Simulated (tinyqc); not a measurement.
# Long-channel MOSFET, surface-potential model, step by step

Program tinyqc, `OMP_NUM_THREADS=1 python tinyqc.py 2360027 2360028 out.jsonl`; Intel Xeon 2.30GHz, shared host, one thread, about 0.05 s. Printed values are rounded.

n-channel transistor on a uniformly doped p-type body, gradual-channel approximation, constant mobility, Boltzmann statistics, full ionisation. Potentials are counted from the neutral body; V is the electron quasi-Fermi potential, Vsb at the source and Vsb + Vds at the drain. Charges are magnitudes per area.

Parameters, values chosen for the exercise; material values close to those of gallium arsenide: temperature T = 293 K; band gap Eg = 1.4 eV; relative permittivity of the semiconductor eps_r = 12.9; conduction-band density of states at T Nc = 4.31e17 cm^-3; valence-band density of states at T Nv = 8.63e18 cm^-3; acceptor density of the body Na = 3.2e15 cm^-3; relative permittivity of the gate insulator eox = 24.1; insulator thickness tox = 25 nm; flat-band voltage Vfb = -0.38 V; channel mobility mu = 670 cm^2/(V s); gate width W = 2 um; gate length L = 2 um; source-body reverse bias Vsb = 0 V; gate-source voltage Vgs = 0.86 V; drain-source voltage Vds = 0.2 V.

Constants: q = 1.602176634e-19 C, kB = 1.380649e-23 J/K, Vt = kB T/q, eps0 = 8.8541878128e-14 F/cm where lengths are in cm. Results are converted to the units shown.

Range of the model: The surface electron density at the source passes 0.3 Nc, where degeneracy, left out here, matters.

## Body potential, insulator capacitance and body factor

ni = sqrt(Nc Nv) exp(-Eg/(2 Vt)), Eg in volts; phiF = Vt ln(Na/ni); Cox = eps0 eox/tox; gamma = sqrt(2 q eps0 eps_r Na)/Cox. VT = Vfb + 2 phiF + gamma sqrt(2 phiF + Vsb), m = 1 + gamma/(2 sqrt(2 phiF + Vsb)).

ni = 1.75719e6 cm^-3
phiF = 0.538372 V
Cox = 0.853544 uF/cm^2
gamma = 0.0400949 V^0.5
VT = 0.738350 V
m = 1.01932

## Iteration 1: surface potential at the source by Newton steps

psi at the start (the root without inversion charge) = 1.19661 V

With V = Vsb: G = psi - Vt + Vt e, e = exp((psi - 2 phiF - Vsb)/Vt); f = Vgs + Vsb - Vfb - psi - gamma sqrt(G); f' = -1 - gamma (1 + e)/(2 sqrt(G)); psi(new) = psi - f/f'.

G = 4.08206 V
f = -0.0376181 V
f' = -2.15379
psi after iteration 1 = 1.17914 V

## Iteration 2: surface potential at the source by Newton steps

As before.

G = 2.61127 V
f = -0.00393499 V
f' = -1.72849
psi after iteration 2 = 1.17687 V

## Course of the iteration: surface potential at the source by Newton steps

Stop when psi changes by less than 1e-10 V, or after 40 iterations.

Course of the iteration:
```
iteration,psi (V),|change| (V)
1,1.17914,0.0175
2,1.17687,2.28e-3
3,1.17684,3.05e-5
4,1.17684,5.31e-9
5,1.17684,< 1e-14
```

Converged in 5 iterations. At the end the number of correct digits about doubles with each step.

## Charges and current of the charge-sheet model

psi_0 = 1.17684 V
psi_L = 1.19659 V

psi_0 and psi_L solve Vgs + Vsb - Vfb - psi = gamma sqrt(G) at V = Vsb and Vsb + Vds. Qi = Cox gamma [sqrt(G) - sqrt(psi - Vt)], G = psi - Vt + Vt exp((psi - 2 phiF - V)/Vt), at both ends. With U = Vgs + Vsb - Vfb: drift = mu (W/L) Cox [U (psi_L - psi_0) - (psi_L^2 - psi_0^2)/2 - (2/3) gamma ((psi_L - Vt)^1.5 - (psi_0 - Vt)^1.5)]; diffusion = mu (W/L) Vt (Qi0 - QiL).

Qi0 = 17.1873 nC/cm^2
QiL = 0.0166846 nC/cm^2
drift current = 0.113820 uA
diffusion current = 0.290471 uA
drain current = 0.404291 uA

Drift carries 28.2 % of the current. The drain end is pinched off: its charge is under 1 % of that at the source.

## Inversion charge along the channel

```
point,V (V)
0,0
1,0.0333333
2,0.0666667
3,0.1
4,0.133333
5,0.166667
6,0.2
```

The surface potential psi at channel potential V solves Vgs + Vsb - Vfb - psi = gamma sqrt(G), G = psi - Vt + Vt exp((psi - 2 phiF - V)/Vt). Charge sheet: Qi = Cox gamma [sqrt(G) - sqrt(psi - Vt)]. Pao-Sah: Qi = (Cox gamma/2) integral from 3 Vt to psi of exp((u - 2 phiF - V)/Vt)/sqrt(G(u, V)) du.

```
point,psi (V),"Qi, charge sheet (nC/cm^2)","Qi, Pao-Sah (nC/cm^2)"
0,1.17684,17.1873,17.3629
1,1.18762,7.81396,7.89749
2,1.19340,2.78927,2.81988
3,1.19565,0.834820,0.844082
4,1.19634,0.230980,0.233551
5,1.19653,0.0623030,0.0629973
6,1.19659,0.0166846,0.0168706
```

At the source the charge-sheet charge is 1.0 % below the Pao-Sah one.

## Pao-Sah current by Simpson's rule

I = mu (W/L) integral of Qi dV; Simpson's rule on the 7 points, step Vds/6, weights 1, 4, 2, ..., 4, 1 times step/3.

Pao-Sah current = 0.437025 uA

Gauss-Legendre quadrature on many points gives 0.4372 uA, so this value is 0.045 % below it; the charge-sheet current, 0.4043 uA, is 7.5 % below it.
